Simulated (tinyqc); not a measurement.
Plane-wave Kohn-Sham cycle with exchange-only LDA in a layered model solid, step by step. One step of it, computed by the program tinyqc.

Task: Iteration 1: Hamiltonian at one k. H(m,m') = (k + G_m)^2/2 delta + V(G_m - G_m'), with V(-G) = V(G).

A solid whose potential varies along x alone (atomic units):

| parameter | value |
|---|---|
| period a | 4.400000 |
| cross-section of the cell | 15.000000 |
| electrons per cell | 2 |
| grid points | 16 |
| plane waves -n..n, n | 3 |
| k points | 1 |
| V1 in V1 cos(2 pi x/a) | -0.540000 |

V(G_m), m = 0, 1, 2, ... (hartree): -0.307010  -0.270000  0.000000  0.000000  0.000000  0.000000  0.000000

k = 0.000000 2 pi / a

Give: H.

Result:

H (hartree):
```
         -3       -2       -1       +0       +1       +2       +3
-3   8.8693  -0.2700   0.0000   0.0000   0.0000   0.0000   0.0000
-2  -0.2700   3.7713  -0.2700   0.0000   0.0000   0.0000   0.0000
-1   0.0000  -0.2700   0.7126  -0.2700   0.0000   0.0000   0.0000
+0   0.0000   0.0000  -0.2700  -0.3070  -0.2700   0.0000   0.0000
+1   0.0000   0.0000   0.0000  -0.2700   0.7126  -0.2700   0.0000
+2   0.0000   0.0000   0.0000   0.0000  -0.2700   3.7713  -0.2700
+3   0.0000   0.0000   0.0000   0.0000   0.0000  -0.2700   8.8693
```
